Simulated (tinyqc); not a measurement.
# Doping and flat-band voltage from the body effect

Problem. VT = Vfb + 2 phiF + gamma sqrt(2 phiF + Vsb), phiF = Vt ln(Na/ni), gamma = sqrt(2 q eps0 eps_r Na)/Cox, Cox = eps0 eox/tox. Find Na, gamma and Vfb from two thresholds.

Inputs (values chosen for the exercise); material values those of a made-up semiconductor: temperature T = 293 K; relative permittivity of the semiconductor eps_r = 12.9; relative permittivity of the gate insulator eox = 4.04; insulator thickness tox = 2.1 nm.

Constants: q = 1.602176634e-19 C, kB = 1.380649e-23 J/K, Vt = kB T/q, eps0 = 8.8541878128e-14 F/cm where lengths are in cm. Results are converted to the units shown.

VT at Vsb = 0 and 1.7 V (V): 0.50904897  0.56674360
ni = 773.60616 cm^-3

Solution. The difference of the thresholds, gamma [sqrt(2 phiF + Vsb) - sqrt(2 phiF)], holds no Vfb and rises with Na, so it has one root; Vfb then follows from the first threshold.

Na = 8.800e16 cm^-3
gamma = 0.1054 V^0.5
Vfb = -1.260 V

Numbers from tinyqc (`OMP_NUM_THREADS=1 python tinyqc.py 2360132 2360133 out.jsonl`; about 0.06 s on one thread of a shared Intel Xeon 2.30GHz).
